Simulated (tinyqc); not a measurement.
Single-junction solar cell, detailed-balance limit: one step of the calculation.

Every photon above the gap Eg makes one pair and none below is absorbed; carriers thermalise at T and move without loss. Jsc = q fs X Phi(Eg, Ts); the dark current is J0 = q ge Phi(Eg, T)/ERE with the Boltzmann factor exp(V/Vt). The efficiency is the electrical power over fs X sigma Ts^4.

Task. Maximum power point by Newton steps. With v = V/Vt the power is largest where f = (1 + v) exp(v) - 1 - Jsc/J0 vanishes; f' = (2 + v) exp(v), v(new) = v - f/f'.

v after iteration 1 = 72.713212
Jsc = 13212.047 mA/cm^2
J0 = 7.1593450e-25 mA/cm^2

Find: f; f'; v after iteration 2.

Result.

f = 2.7957e33
f' = 2.8336e33
v after iteration 2 = 71.727

Computed by the program tinyqc: `OMP_NUM_THREADS=1 python tinyqc.py 2820011 2820012 out.jsonl`, one thread of a shared Intel Xeon 2.30GHz, about 0.01 s for the whole run.
